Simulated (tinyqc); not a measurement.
Comparisons within one model: donor level screened by free carriers (Yukawa potential). A value that a table varies takes the place of the one given here.

Potential -(q/(eps r)) exp(-ks r), q = e^2/(4 pi eps0). In units Ry* = Ry m/eps^2 and a* = a0 eps/m the problem is [-Laplacian - 2 exp(-x r)/r] psi = E psi with x = ks a*.

Converged values use 18 functions exp(-z r), z = 1.55^i, i = -11 to 6: S = 2/A^3, H = z_i z_j S - 2/(A + x)^2, A = z_i + z_j.

Screening wave number: Debye ks^2 = 4 pi q n/(eps kB T); Thomas-Fermi ks^2 = 6 pi q n/(eps EF) with EF = c (3 pi^2 n/gv)^(2/3)/m, c = hbar^2/2m0; the two are joined by 1/ks^2 = sqrt(1/ks_D^4 + 1/ks_TF^4). 1e18/cm^3 = 1e-6/angstrom^3, q = e^2/(4 pi eps0).

Constants: e^2/(4 pi eps0) = 14.39964547 eV angstrom; kB = 8.617333262e-05 eV/K; hbar^2/2m0 = 3.80998211 eV angstrom^2; Ry = 13.60569312 eV; a0 (Bohr radius) = 0.5291772105 angstrom.

Inputs chosen for the exercise (near those of a donor in Ge, with one mean mass; shifted at random, so the results belong to these values and not to a real crystal): xs = (0.04, 0.11, 0.36, 0.55, 0.73, 0.89, 1.09) (values of x); m = 0.168 m0 (mass); eps = 15.7 (dielectric constant); gv = 4 (valleys); T = 300 K (temperature); nl = (0.0033, 0.011, 0.033, 0.11, 0.33, 1.1, 3.3) x 1e18/cm^3 (densities); n = 0.11 x 1e18/cm^3 (free-carrier density).

## Towards the loss of the bound state

First order (-1 + 2x), one-parameter (minimum of z^2 - 8 z^3/(2z + x)^2) and converged 1s energies in Ry*, and the mean radius in a*; a dash marks an unbound result.

Results:

| x | first order | trial function | converged | <r> |
|---|---|---|---|---|
| 0.04 | -0.9200 | -0.9223 | -0.9223 | 1.50 |
| 0.11 | -0.7800 | -0.7970 | -0.7970 | 1.52 |
| 0.36 | -0.2800 | -0.4408 | -0.4419 | 1.65 |
| 0.55 | - | -0.2480 | -0.2523 | 1.88 |
| 0.73 | - | -0.1162 | -0.1259 | 2.29 |
| 0.89 | - | -0.0359 | -0.0521 | 3.07 |
| 1.09 | - | - | -0.0056 | 7.54 |

First order loses the state at x = 0.5, the trial function reaches zero energy at x = 1.00, and the exact limit is 1.19. The radius starts at 1.5 a*, grows slowly at first (1.65 at x = 0.36), then steadily, and swells towards the end (7.5 at 1.09), where a single exponential fails: the binding vanishes as the square of the distance from 1.19.

## Binding against carrier density

Ry* = 9.2732 meV
a* = 49.453 angstrom

x from the joined ks; converged 1s binding (dash: x above 1.17, at or past the limit 1.19 where the state unbinds).

Results:

| n (1e18/cm^3) | EF/kB T | 1/ks (angstrom) | x | binding (meV) | n^(1/3) a* |
|---|---|---|---|---|---|
| 0.0033 | 0.01 | 824.4 | 0.060 | 8.21 | 0.074 |
| 0.011 | 0.02 | 451.6 | 0.110 | 7.40 | 0.110 |
| 0.033 | 0.03 | 260.7 | 0.190 | 6.21 | 0.159 |
| 0.11 | 0.08 | 142.9 | 0.346 | 4.25 | 0.237 |
| 0.33 | 0.16 | 82.7 | 0.598 | 1.98 | 0.342 |
| 1.1 | 0.36 | 45.8 | 1.080 | 0.06 | 0.510 |
| 3.3 | 0.74 | 27.5 | 1.797 | - | 0.736 |

The binding falls from 8.2 to 0.1 meV (bare value 9.3); it passes half the bare value between 0.033 and 0.11 x 1e18/cm^3. The level is unbound, or bound by less than 0.001 Ry*, from 3.3 x 1e18/cm^3 on; as the density rises, it is lost by the time n^(1/3) a* reaches 0.74. x grows with exponent 0.50 in n at the start and 0.46 at the end (1/2 for Debye, 1/6 for Thomas-Fermi screening). The level survives to n^(1/3) a* = 0.51, past the 0.26 of the Mott rule, which corresponds to x = 1 for one valley with degenerate screening; here the level lasts until x = 1.19, the screening is at most the degenerate value, and overlap of donors is left out.

## What each parameter does

Ry* = Ry m/eps^2, a* = a0 eps/m, x = ks a* with the joined ks; converged binding. Each row changes one parameter from the base and keeps the others.

Results:

| case | 1/ks (angstrom) | x | binding in Ry* | binding (meV) |
|---|---|---|---|---|
| base | 142.9 | 0.346 | 0.458 | 4.25 |
| n = 0.165 x 1e18/cm^3 | 116.7 | 0.424 | 0.371 | 3.44 |
| T = 360 K | 156.5 | 0.316 | 0.495 | 4.59 |
| m = 0.188 m0 | 142.9 | 0.309 | 0.503 | 5.22 |
| eps = 14.4 | 136.8 | 0.331 | 0.476 | 5.25 |
| gv = 5 | 142.9 | 0.346 | 0.458 | 4.25 |

The largest shifts from the base row, up to three for each result and ties (the steps differ in size, so this ranks the rows, not the parameters). 1/ks (angstrom): n -26.2, T +13.6, eps -6.0; unchanged at the printed digits by m and gv. x: n +0.078, m -0.037, T -0.030; unchanged at the printed digits by gv. binding in Ry*: n -0.087, m +0.045, T +0.037; unchanged at the printed digits by gv. binding (meV): eps +1.00, m +0.97, n -0.81; unchanged at the printed digits by gv.

tinyqc: `OMP_NUM_THREADS=1 python tinyqc.py 1281929 1281930 out.jsonl`; about 0.02 s, one thread, shared Intel(R) Xeon(R) Processor @ 2.30GHz.
